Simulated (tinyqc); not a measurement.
BCS gap equation with a constant attraction inside the Debye window: one step, computed by the program tinyqc. Command: `OMP_NUM_THREADS=1 python tinyqc.py 3022813 3022814 out.jsonl bcs walk`. One thread of a shared host (Intel(R) Xeon(R) Processor @ 2.30GHz), about 0.01 s of CPU time with the checks.

Pairs attract with strength V for |xi| < k_B Theta; N(0) is the density of states for one spin. Energies are given as temperatures (E/k_B, in K) unless marked.

Problem. Lengths and fields. xi_0 = hbar v_F/(pi Delta_0); lambda_L = sqrt(m_0 eps_0 c^2/(n e^2)); N(0) = 3 n/(2 m_0 v_F^2) for one spin; condensation energy N(0) Delta_0^2/2 = B_c^2/(2 mu_0), mu_0 = 1/(eps_0 c^2); with scattering lambda = lambda_L sqrt(1 + xi_0/l) in the local limit (where xi_0 and l both exceed lambda, nonlocal response makes the true depth larger); Ginzburg-Landau kappa = 0.96 lambda_L/xi_0 + 0.72 lambda_L/l. Free-electron mass throughout; heavier carriers, as in niobium or vanadium, give a larger lambda_L and kappa and can make the metal type II.

Inputs (values chosen for the exercise, modelled on niobium):
```
quantity,value,unit
Debye temperature Theta,277,K
Fermi velocity v_F,280000,m/s
electron density n,5.7,1e28/m^3
mean free path l,90,nm
```

Solver: secant.

Delta_0 = 16.39395 K

Constants: hbar = 1.054571817e-34 J s; k_B = 1.380649e-23 J/K; m_0 = 9.1093837015e-31 kg; eps_0 = 8.8541878128e-12 F/m; c = 299792458 m/s; e = 1.602176634e-19 C.

Give: coherence length xi_0; London depth lambda_L; critical field B_c(0); depth with scattering; Ginzburg-Landau kappa.

Solution.

coherence length xi_0 = 41.53 nm

London depth lambda_L = 22.26 nm

critical field B_c(0) = 277.6 mT

depth with scattering = 26.91 nm

Ginzburg-Landau kappa = 0.6926

Kappa lies below 1/sqrt(2): type I, and l is comparable with xi_0, between the clean and dirty limits.
